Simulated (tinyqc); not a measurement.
Coverage along the feature as the dose grows: atomic layer deposition: Langmuir saturation, growth per cycle and coating of deep features. Computed by tinyqc, a small Python program. Command: `OMP_NUM_THREADS=1 python tinyqc.py 3002169 3002170 out.jsonl ald walk`. One thread of a shared host (Intel(R) Xeon(R) Processor @ 2.30GHz), about 0.02 s of CPU time with the checks.

Precursor A sticks only on free sites, so a long enough pulse saturates; co-reactant B then frees the sites again.

Inputs (values chosen for the exercise, modelled on silicon dioxide from an aminosilane and ozone):
```
quantity,value,unit
precursor mass M,174,u
site density q,2.5,1/nm^2
sticking probability beta on free sites,0.0017,-
precursor pressure p,1.5,Pa
temperature T,275,C
pulse time t,0.4,s
desorption energy E_d,1.6,eV
aspect ratio a,10,-
```

Feature: round hole.

Constants: u = 1.6605390666e-27 kg; k_B = 1.380649e-23 J/K; k_B = 8.617333262e-05 eV/K.

Method:
- Wall flux F = p/sqrt(2 pi M k_B T); rate of filling k_a = beta F/q; desorption k_d = 1e13 exp(-E_d/(k_B T)) per second. 1/m^2 = 1e-18/nm^2.
- Temperatures in kelvin are T(C) + 273.15.
- Diffusion-limited filling (Gordon) of a round hole of diameter w: a saturation front at depth z needs dz/dt = D_K n/(z (4q/w)), with Knudsen D_K = w c/3 and F = n c/4; including the entrance and floor terms, t = (q/F)(1 + 19a/4 + 3a^2/2). Reaction-limited filling needs ln(100)/k_a at any depth, k_a = beta F/q. Flow is molecular. The front picture holds when the modulus a sqrt(beta) is well above 1.
- Depth reached by the given pulse: solve the same formula for a. Exposure = p x diffusion-limited time; 1 langmuir = 1.33322e-4 Pa s.
- Continuum model with steady gas transport: d2n/dz2 = 3 beta (1 - th) n/d_h^2 (d_h the hydraulic diameter, n = 1 at the mouth, no flux at the floor, 60 cells), d th/dt = beta F n (1 - th)/q; no desorption. Times are multiples of the larger of the Gordon time and ln(100)/k_a.

diffusion-limited time = 0.0387784 s

time to 99 % without desorption, ln(100)/k_a = 0.529207 s

flux F = 12797.1 1/(nm^2 s)

modulus = 0.412311

Coverage:
```
multiple,t (s),top cell,quarter depth,half depth,three quarters,floor cell
0.05,0.02646,0.205,0.190,0.178,0.172,0.169
0.10,0.05292,0.368,0.345,0.328,0.318,0.315
0.20,0.10584,0.601,0.576,0.557,0.546,0.542
0.40,0.21168,0.841,0.826,0.815,0.808,0.805
0.60,0.31752,0.937,0.930,0.925,0.921,0.920
0.80,0.42337,0.975,0.972,0.970,0.968,0.968
1.00,0.52921,0.990,0.989,0.988,0.987,0.987
1.30,0.68797,0.997,0.997,0.997,0.997,0.997
```

What does the comparison show, and why?

At a multiple of 0.2 the coverage is 0.60 at the top and 0.54 at the floor. The coverage falls gradually with depth, without a sharp front. In the last row the floor reaches 0.997. Caution: the modulus is not well above 1 or the Gordon time is under three times ln(100)/k_a, so there is no sharp front: the Gordon time is only a lower bound and the reaction time must be met as well.
